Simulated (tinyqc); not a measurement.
## Trap density from the barrier height

Question. In a partly depleted grain with all boundary traps filled, 2 N W = Qt and VB = q N W^2/(2 eps0 eps_r). Find Qt, W and the doping at which VB would equal Vt.

Inputs (values chosen for the exercise): temperature T = 350 K; relative permittivity eps_r = 11.7.

Constants: q = 1.602176634e-19 C, kB = 1.380649e-23 J/K, Vt = kB T/q, eps0 = 8.8541878128e-14 F/cm where lengths are in cm. Results are converted to the units shown.

doping = 7.3e17 cm^-3
barrier height = 0.22271986 V

Answer. Eliminating W gives VB = q Qt^2/(8 eps0 eps_r N), which falls as 1/N.

Qt = 2.90e12 cm^-2
W = 19.9 nm
doping for VB = Vt = 5.39e18 cm^-3

tinyqc, about 0.01 s, one thread, Intel Xeon 2.30GHz (shared host): `OMP_NUM_THREADS=1 python tinyqc.py 2830184 2830185 out.jsonl`
